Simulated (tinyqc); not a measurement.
RHF in the 3-21g basis, for H3+, spin multiplicity 1, step by step. Computed by tinyqc, a small Python program that keeps every step (integrals from PySCF). Settings: charge = 1, multiplicity = 1, basis = 3-21g, energy threshold = 1e-08, iteration cap = 75, orthogonalisation = symmetric, start = highest core orbitals, DIIS depth = 4, shift = 0.2, method = RHF. Command: `OMP_NUM_THREADS=1 python tinyqc.py 21630 21631 out.jsonl` (the two numbers bound the seeds that draw the settings). One thread of a shared host (Intel(R) Xeon(R) Processor @ 2.60GHz), about 0.09 s of CPU time with the checks. Later iterations appear only in the table of the cycle.

## One-electron integrals

Geometry (angstrom):
```
atom       x       y       z
H     0.0000  0.0000  0.0000
H     0.0000  0.0000  1.2420
H     0.0000  1.0990  0.5780
```

Basis 3-21g: exponents (1/bohr^2) and contraction coefficients of normalised primitives:
```
element  l (shell)  exponent  coefficient
H            s (1)    5.4472       0.1563
H            s (1)    0.8245       0.9047
H            s (2)    0.1832       1.0000
```

Overlap, kinetic and nuclear-attraction integrals over the contracted functions; the nuclear repulsion is the sum of Za Zb / Rab.

nuclear repulsion = 1.264358 hartree

overlap S, lower triangle:
```
        1H 1s   1H 2s   2H 1s   2H 2s   3H 1s   3H 2s
1H 1s  1.0000
1H 2s  0.6459  1.0000
2H 1s  0.0875  0.2808  1.0000
2H 2s  0.2808  0.6038  0.6459  1.0000
3H 1s  0.0876  0.2809  0.0746  0.2652  1.0000
3H 2s  0.2809  0.6039  0.2652  0.5832  0.6459  1.0000
```

kinetic energy T (hartree), lower triangle:
```
         1H 1s   1H 2s    2H 1s   2H 2s   3H 1s   3H 2s
1H 1s   1.5494
1H 2s   0.2932  0.2748
2H 1s  -0.0644  0.0566   1.5494
2H 2s   0.0566  0.1101   0.2932  0.2748
3H 1s  -0.0643  0.0566  -0.0643  0.0488  1.5494
3H 2s   0.0566  0.1101   0.0488  0.1026  0.2932  0.2748
```

nuclear attraction V (hartree), lower triangle:
```
         1H 1s    1H 2s    2H 1s    2H 2s    3H 1s    3H 2s
1H 1s  -2.5731
1H 2s  -1.3327  -1.4973
2H 1s  -0.1898  -0.5888  -2.5591
2H 2s  -0.5919  -0.9734  -1.3237  -1.4867
3H 1s  -0.1900  -0.5890  -0.1593  -0.5550  -2.5592
3H 2s  -0.5921  -0.9736  -0.5550  -0.9394  -1.3237  -1.4867
```

core Hamiltonian H = T + V (hartree), lower triangle:
```
         1H 1s    1H 2s    2H 1s    2H 2s    3H 1s    3H 2s
1H 1s  -1.0237
1H 2s  -1.0395  -1.2225
2H 1s  -0.2542  -0.5322  -1.0097
2H 2s  -0.5354  -0.8633  -1.0305  -1.2119
3H 1s  -0.2544  -0.5324  -0.2236  -0.5062  -1.0098
3H 2s  -0.5355  -0.8635  -0.5061  -0.8367  -1.0306  -1.2119
```

## Two-electron integrals

Functions are numbered as in S; the eight-fold symmetry (ij|kl) = (ji|kl) = (kl|ij) leaves the list below.

Two-electron integrals (ij|kl) in chemists' order, unique and non-zero (hartree):
```
(11|11) 1.1401   (21|11) 0.6114   (21|21) 0.3452   (22|11) 0.6264
(22|21) 0.3803   (22|22) 0.4830   (31|11) 0.0663   (31|21) 0.0395
(31|22) 0.0475   (31|31) 0.0078   (32|11) 0.1413   (32|21) 0.0891
(32|22) 0.1227   (32|31) 0.0197   (32|32) 0.0647   (33|11) 0.4253
(33|21) 0.2733   (33|22) 0.3980   (33|31) 0.0663   (33|32) 0.2551
(33|33) 1.1401   (41|11) 0.2551   (41|21) 0.1453   (41|22) 0.1627
(41|31) 0.0197   (41|32) 0.0454   (41|33) 0.1413   (41|41) 0.0647
(42|11) 0.3308   (42|21) 0.2038   (42|22) 0.2688   (42|31) 0.0326
(42|32) 0.0946   (42|33) 0.3308   (42|41) 0.0946   (42|42) 0.1761
(43|11) 0.2733   (43|21) 0.1748   (43|22) 0.2522   (43|31) 0.0395
(43|32) 0.1453   (43|33) 0.6114   (43|41) 0.0891   (43|42) 0.2038
(43|43) 0.3452   (44|11) 0.3980   (44|21) 0.2522   (44|22) 0.3599
(44|31) 0.0475   (44|32) 0.1627   (44|33) 0.6264   (44|41) 0.1227
(44|42) 0.2688   (44|43) 0.3803   (44|44) 0.4830   (51|11) 0.0663
(51|21) 0.0396   (51|22) 0.0475   (51|31) 0.0056   (51|32) 0.0134
(51|33) 0.0418   (51|41) 0.0180   (51|42) 0.0284   (51|43) 0.0266
(51|44) 0.0376   (51|51) 0.0078   (52|11) 0.1414   (52|21) 0.0892
(52|22) 0.1227   (52|31) 0.0134   (52|32) 0.0377   (52|33) 0.1240
(52|41) 0.0411   (52|42) 0.0780   (52|43) 0.0791   (52|44) 0.1129
(52|51) 0.0197   (52|52) 0.0648   (53|11) 0.0367   (53|21) 0.0234
(53|22) 0.0326   (53|31) 0.0048   (53|32) 0.0152   (53|33) 0.0553
(53|41) 0.0118   (53|42) 0.0244   (53|43) 0.0331   (53|44) 0.0401
(53|51) 0.0048   (53|52) 0.0152   (53|53) 0.0057   (54|11) 0.1212
(54|21) 0.0771   (54|22) 0.1091   (54|31) 0.0128   (54|32) 0.0382
(54|33) 0.1297   (54|41) 0.0365   (54|42) 0.0740   (54|43) 0.0820
(54|44) 0.1138   (54|51) 0.0171   (54|52) 0.0594   (54|53) 0.0157
(54|54) 0.0577   (55|11) 0.4254   (55|21) 0.2733   (55|22) 0.3981
(55|31) 0.0417   (55|32) 0.1240   (55|33) 0.4116   (55|41) 0.1269
(55|42) 0.2605   (55|43) 0.2648   (55|44) 0.3886   (55|51) 0.0663
(55|52) 0.2552   (55|53) 0.0553   (55|54) 0.2402   (55|55) 1.1401
(61|11) 0.2552   (61|21) 0.1454   (61|22) 0.1628   (61|31) 0.0180
(61|32) 0.0411   (61|33) 0.1269   (61|41) 0.0628   (61|42) 0.0906
(61|43) 0.0808   (61|44) 0.1147   (61|51) 0.0197   (61|52) 0.0455
(61|53) 0.0118   (61|54) 0.0393   (61|55) 0.1414   (61|61) 0.0648
(62|11) 0.3309   (62|21) 0.2039   (62|22) 0.2689   (62|31) 0.0284
(62|32) 0.0780   (62|33) 0.2606   (62|41) 0.0906   (62|42) 0.1615
(62|43) 0.1641   (62|44) 0.2300   (62|51) 0.0327   (62|52) 0.0947
(62|53) 0.0244   (62|54) 0.0860   (62|55) 0.3309   (62|61) 0.0947
(62|62) 0.1761   (63|11) 0.1212   (63|21) 0.0771   (63|22) 0.1091
(63|31) 0.0171   (63|32) 0.0594   (63|33) 0.2402   (63|41) 0.0393
(63|42) 0.0859   (63|43) 0.1370   (63|44) 0.1535   (63|51) 0.0128
(63|52) 0.0382   (63|53) 0.0157   (63|54) 0.0397   (63|55) 0.1297
(63|61) 0.0366   (63|62) 0.0740   (63|63) 0.0577   (64|11) 0.2569
(64|21) 0.1615   (64|22) 0.2253   (64|31) 0.0277   (64|32) 0.0873
(64|33) 0.3167   (64|41) 0.0766   (64|42) 0.1568   (64|43) 0.1954
(64|44) 0.2583   (64|51) 0.0277   (64|52) 0.0873   (64|53) 0.0269
(64|54) 0.0860   (64|55) 0.3167   (64|61) 0.0766   (64|62) 0.1568
(64|63) 0.0860   (64|64) 0.1642   (65|11) 0.2733   (65|21) 0.1748
(65|22) 0.2522   (65|31) 0.0266   (65|32) 0.0791   (65|33) 0.2648
(65|41) 0.0808   (65|42) 0.1641   (65|43) 0.1696   (65|44) 0.2466
(65|51) 0.0396   (65|52) 0.1454   (65|53) 0.0331   (65|54) 0.1370
(65|55) 0.6114   (65|61) 0.0892   (65|62) 0.2039   (65|63) 0.0820
(65|64) 0.1954   (65|65) 0.3452   (66|11) 0.3981   (66|21) 0.2522
(66|22) 0.3599   (66|31) 0.0375   (66|32) 0.1129   (66|33) 0.3886
(66|41) 0.1146   (66|42) 0.2300   (66|43) 0.2466   (66|44) 0.3536
(66|51) 0.0475   (66|52) 0.1628   (66|53) 0.0401   (66|54) 0.1535
(66|55) 0.6264   (66|61) 0.1227   (66|62) 0.2689   (66|63) 0.1138
(66|64) 0.2583   (66|65) 0.3803   (66|66) 0.4830
```

## Orthogonalisation

S = U s U^T; symmetric (Loewdin) form X = U s^(-1/2) U^T, so that X^T S X = 1.

eigenvalues of S: 0.2051  0.2133  0.3774  1.0921  1.1289  2.9831

X, lower triangle:
```
         1H 1s    1H 2s    2H 1s    2H 2s    3H 1s   3H 2s
1H 1s   1.2468
1H 2s  -0.5007   1.5947
2H 1s   0.0310   0.0068   1.2466
2H 2s   0.0092  -0.3512  -0.4987   1.5716
3H 1s   0.0310   0.0068   0.0334   0.0102   1.2466
3H 2s   0.0092  -0.3514   0.0102  -0.3214  -0.4987  1.5717
```

## Starting guess

The start is the highest orbitals of the core Hamiltonian (a deliberately bad start); D = 2 C_occ C_occ^T.

D at the start, lower triangle:
```
         1H 1s    1H 2s    2H 1s    2H 2s    3H 1s   3H 2s
1H 1s   0.8019
1H 2s  -0.4733   0.2793
2H 1s   1.0331  -0.6098   1.3310
2H 2s  -0.7914   0.4671  -1.0196   0.7811
3H 1s   1.0315  -0.6088   1.3289  -1.0180   1.3268
3H 2s  -0.7893   0.4658  -1.0168   0.7790  -1.0152  0.7768
```

## Iteration 1: building the Fock matrix

J_ij = sum D_kl (ij|kl), K_ij = sum D_kl (ik|jl); F = H + J - 0.5 K; E = tr D H + tr D J / 2 - 0.25 tr D K + E_nn.

Coulomb J (hartree), lower triangle:
```
        1H 1s   1H 2s   2H 1s   2H 2s   3H 1s   3H 2s
1H 1s  0.8935
1H 2s  0.5445  0.7476
2H 1s  0.0840  0.2706  1.0407
2H 2s  0.2477  0.4946  0.6142  0.8011
3H 1s  0.0840  0.2705  0.0753  0.2584  1.0395
3H 2s  0.2478  0.4946  0.2586  0.4944  0.6137  0.8007
```

exchange K (hartree), lower triangle:
```
         1H 1s    1H 2s    2H 1s    2H 2s   3H 1s   3H 2s
1H 1s   0.1551
1H 2s   0.0092   0.0734
2H 1s   0.0520  -0.0050   0.2898
2H 2s  -0.0086   0.0650   0.0227   0.0965
3H 1s   0.0519  -0.0050   0.0663  -0.0103  0.2887
3H 2s  -0.0085   0.0649  -0.0102   0.0728  0.0226  0.0963
```

Fock matrix F (hartree), lower triangle:
```
         1H 1s    1H 2s    2H 1s    2H 2s    3H 1s    3H 2s
1H 1s  -0.2078
1H 2s  -0.4996  -0.5116
2H 1s  -0.1962  -0.2591  -0.1139
2H 2s  -0.2834  -0.4012  -0.4277  -0.4590
3H 1s  -0.1963  -0.2594  -0.1814  -0.2426  -0.1147
3H 2s  -0.2835  -0.4014  -0.2424  -0.3788  -0.4282  -0.4594
```

total energy of this density = 1.616685 hartree

## Iteration 1: diagonalisation and new density

A level shift of 0.2 hartree raises the virtual space: F + shift (S - S D(s) S), with D(s) the density of one spin (D/2). Diagonalise F' = X^T F X, C = X C', fill 1 alpha and 1 beta electrons from the bottom; D = 2 C_occ C_occ^T. Each column has its largest component positive (the first on a tie).

F' = X^T F X (hartree), lower triangle:
```
         1        2        3        4        5       6
1   0.3238
2  -0.4618   0.1178
3  -0.1171   0.0084   0.3759
4   0.0038  -0.1479  -0.4060   0.1295
5  -0.1170   0.0082  -0.1312   0.0316   0.3755
6   0.0037  -0.1478   0.0316  -0.1569  -0.4065  0.1294
```

orbital energies (hartree): MO1 -0.4578, MO2 -0.0858, MO3 -0.0549, MO4 0.3900, MO5 0.8123, MO6 0.8482

coefficients C:
```
          MO1      MO2      MO3      MO4      MO5      MO6
1H 1s  0.2569   0.2970  -0.0015   0.7073  -1.0737   0.0025
1H 2s  0.3531   0.9223  -0.0045  -0.4785   1.3552  -0.0030
2H 1s  0.1778  -0.1475   0.2442   0.8144   0.4701  -0.8987
2H 2s  0.2165  -0.5329   0.8378  -0.5443  -0.6239   1.1078
3H 1s  0.1783  -0.1503  -0.2428   0.8138   0.4741   0.8970
3H 2s  0.2174  -0.5417  -0.8315  -0.5442  -0.6290  -1.1055
```

D after iteration 1, lower triangle:
```
        1H 1s   1H 2s   2H 1s   2H 2s   3H 1s   3H 2s
1H 1s  0.1320
1H 2s  0.1814  0.2494
2H 1s  0.0913  0.1256  0.0632
2H 2s  0.1112  0.1529  0.0770  0.0937
3H 1s  0.0916  0.1259  0.0634  0.0772  0.0636
3H 2s  0.1117  0.1535  0.0773  0.0941  0.0775  0.0945
```

## Iteration 2: building the Fock matrix

As before.

Coulomb J (hartree), lower triangle:
```
        1H 1s   1H 2s   2H 1s   2H 2s   3H 1s   3H 2s
1H 1s  1.2441
1H 2s  0.7431  0.9339
2H 1s  0.1083  0.3036  1.0631
2H 2s  0.3340  0.5825  0.6501  0.8591
3H 1s  0.1084  0.3039  0.0865  0.2829  1.0642
3H 2s  0.3342  0.5827  0.2827  0.5430  0.6507  0.8596
```

exchange K (hartree), lower triangle:
```
        1H 1s   1H 2s   2H 1s   2H 2s   3H 1s   3H 2s
1H 1s  0.7427
1H 2s  0.6996  0.7838
2H 1s  0.3090  0.4240  0.4623
2H 2s  0.5012  0.6311  0.4831  0.6192
3H 1s  0.3096  0.4249  0.2403  0.3817  0.4640
3H 2s  0.5016  0.6316  0.3812  0.5607  0.4844  0.6203
```

Fock matrix F (hartree), lower triangle:
```
         1H 1s    1H 2s    2H 1s    2H 2s    3H 1s    3H 2s
1H 1s  -0.1510
1H 2s  -0.6462  -0.6805
2H 1s  -0.3004  -0.4407  -0.1777
2H 2s  -0.4520  -0.5964  -0.6220  -0.6624
3H 1s  -0.3008  -0.4410  -0.2572  -0.4142  -0.1776
3H 2s  -0.4522  -0.5966  -0.4141  -0.5741  -0.6221  -0.6625
```

total energy of this density = -1.182292 hartree

## Iteration 2: DIIS over 2 matrices

error matrix X^T (FDS - SDF) X:
```
         1        2       3        4        5        6
1   0.0000   0.0164  0.0592   0.0419   0.0589   0.0418
2  -0.0164   0.0000  0.0674   0.0384   0.0670   0.0382
3  -0.0592  -0.0674  0.0000  -0.0338  -0.0003  -0.0340
4  -0.0419  -0.0384  0.0338   0.0000   0.0334  -0.0002
5  -0.0589  -0.0670  0.0003  -0.0334   0.0000  -0.0336
6  -0.0418  -0.0382  0.0340   0.0002   0.0336   0.0000
```

B (overlaps of the stored error matrices):
```
               1              2
1  4.6881810e-02  1.8218078e-02
2  1.8218078e-02  5.4498247e-02
```

Minimise |sum c_i e_i|^2 with sum c_i = 1: solve [B -1; -1 0][c; lambda] = [0; -1] with B_ij = tr e_i^T e_j, and take F = sum c_i F_i.

DIIS coefficients: 0.5586  0.4414

extrapolated F (hartree), lower triangle:
```
         1H 1s    1H 2s    2H 1s    2H 2s    3H 1s    3H 2s
1H 1s  -0.1827
1H 2s  -0.5643  -0.5861
2H 1s  -0.2422  -0.3392  -0.1421
2H 2s  -0.3578  -0.4873  -0.5134  -0.5488
3H 1s  -0.2424  -0.3395  -0.2149  -0.3183  -0.1424
3H 2s  -0.3580  -0.4875  -0.3182  -0.4650  -0.5138  -0.5491
```

## Iteration 2: diagonalisation and new density

As before.

F' = X^T F X (hartree), lower triangle:
```
         1        2        3        4        5       6
1   0.4159
2  -0.5968   0.0939
3  -0.1026  -0.0964   0.4413
4  -0.1028  -0.1875  -0.5385   0.1193
5  -0.1027  -0.0966  -0.0852  -0.0756   0.4411
6  -0.1030  -0.1876  -0.0755  -0.1752  -0.5389  0.1191
```

orbital energies (hartree): MO1 -0.7946, MO2 -0.0671, MO3 -0.0670, MO4 0.7708, MO5 0.8879, MO6 0.9006

coefficients C:
```
          MO1      MO2      MO3      MO4      MO5      MO6
1H 1s  0.2467  -0.0382   0.2665   0.6224   0.0026  -1.1343
1H 2s  0.3176  -0.1383   0.9642  -0.3536  -0.0028   1.3661
2H 1s  0.2002  -0.2203  -0.1843   0.8432  -0.8979   0.4063
2H 2s  0.2254  -0.7510  -0.6396  -0.6083   1.1079  -0.5693
3H 1s  0.2005   0.2630  -0.1152   0.8420   0.8975   0.4097
3H 2s  0.2261   0.9000  -0.4036  -0.6069  -1.1066  -0.5736
```

D after iteration 2, lower triangle:
```
        1H 1s   1H 2s   2H 1s   2H 2s   3H 1s   3H 2s
1H 1s  0.1217
1H 2s  0.1567  0.2017
2H 1s  0.0988  0.1272  0.0802
2H 2s  0.1112  0.1432  0.0903  0.1016
3H 1s  0.0990  0.1274  0.0803  0.0904  0.0804
3H 2s  0.1115  0.1436  0.0905  0.1019  0.0907  0.1022
```

## Iteration 9 (converged): orbitals

converged F (hartree), lower triangle:
```
         1H 1s    1H 2s    2H 1s    2H 2s    3H 1s    3H 2s
1H 1s  -0.1702
1H 2s  -0.6359  -0.6731
2H 1s  -0.2982  -0.4422  -0.1640
2H 2s  -0.4453  -0.5927  -0.6264  -0.6620
3H 1s  -0.2984  -0.4423  -0.2754  -0.4270  -0.1640
3H 2s  -0.4454  -0.5928  -0.4269  -0.5794  -0.6264  -0.6620
```

Diagonalise F' = X^T F X, C = X C', fill 1 alpha and 1 beta electrons from the bottom; D = 2 C_occ C_occ^T. Each column has its largest component positive (the first on a tie).

F' = X^T F X (hartree), lower triangle:
```
         1        2        3        4        5        6
1   0.3302
2  -0.6176  -0.0356
3  -0.0755  -0.1199   0.3307
4  -0.1190  -0.1591  -0.6137  -0.0383
5  -0.0756  -0.1200  -0.0583  -0.1148   0.3307
6  -0.1190  -0.1591  -0.1148  -0.1555  -0.6138  -0.0383
```

orbital energies (hartree): MO1 -0.9745, MO2 -0.2641, MO3 -0.2480, MO4 0.7702, MO5 0.7835, MO6 0.8123

coefficients C:
```
          MO1      MO2      MO3      MO4      MO5      MO6
1H 1s  0.2258  -0.0008   0.2650   0.0036  -1.0861   0.7117
1H 2s  0.2570  -0.0027   1.0165  -0.0043   1.3147  -0.4614
2H 1s  0.2191   0.2353  -0.1319  -0.9015   0.4728   0.8049
2H 2s  0.2525   0.8466  -0.5161   1.1005  -0.6086  -0.5631
3H 1s  0.2191  -0.2346  -0.1332   0.8988   0.4786   0.8045
3H 2s  0.2525  -0.8437  -0.5211  -1.0969  -0.6158  -0.5627
```

D after iteration 9, lower triangle:
```
        1H 1s   1H 2s   2H 1s   2H 2s   3H 1s   3H 2s
1H 1s  0.1020
1H 2s  0.1161  0.1321
2H 1s  0.0989  0.1126  0.0960
2H 2s  0.1140  0.1298  0.1106  0.1275
3H 1s  0.0990  0.1126  0.0960  0.1106  0.0960
3H 2s  0.1140  0.1298  0.1106  0.1275  0.1106  0.1275
```

## Convergence

Stop when the energy changes by less than 1e-08 hartree and every element of the error matrix X^T (F D S - S D F) X is below 3e-05.

Course of the cycle:
```
iteration  E (hartree)     change  largest element of the error matrix
1             1.616685          -                             5.94e-02
2            -1.182292  -2.80e+00                             6.74e-02
3            -1.193729  -1.14e-02                             3.50e-02
4            -1.198932  -5.20e-03                             1.36e-02
5            -1.199765  -8.33e-04                             3.11e-03
6            -1.199812  -4.70e-05                             6.91e-04
7            -1.199814  -2.23e-06                             1.50e-04
8            -1.199814  -9.92e-08                             3.24e-05
9            -1.199814  -4.53e-09                             6.98e-06
```

PySCF RHF in the same basis = -1.199814 hartree

Converged in 9 iterations.

## Populations, bond orders and dipole

Mulliken: Z minus the diagonal of D S on the atom; Loewdin: the same with S^(1/2) D S^(1/2); Mayer order: 2 sum_s sum (D(s) S)_ij (D(s) S)_ji over the two atoms.

Charges (e):
```
atom  Mulliken  Loewdin
1H      0.3146   0.3149
2H      0.3428   0.3427
3H      0.3426   0.3425
```

Mayer bond orders:
```
pair   order
2-1   0.4505
3-1   0.4506
3-2   0.4320
```

dipole moment about the origin, x y z (debye): 0.0000  1.8100  2.9985
